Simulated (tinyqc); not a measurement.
Inside a calculation. Method: UHF in the 6-31g basis, for H3+, spin multiplicity 1. One step of it, computed by the program tinyqc.

Question. Iteration 2: DIIS coefficients. Solve [B -1; -1 0][c; lambda] = [0; -1] for the coefficients, which sum to one.

B (overlaps of the stored error matrices):
```
               1              2
1  2.0141807e-01  7.6323069e-02
2  7.6323069e-02  3.0562850e-02
```

Give: DIIS coefficients.

Answer.

DIIS coefficients: -0.5768  1.5768
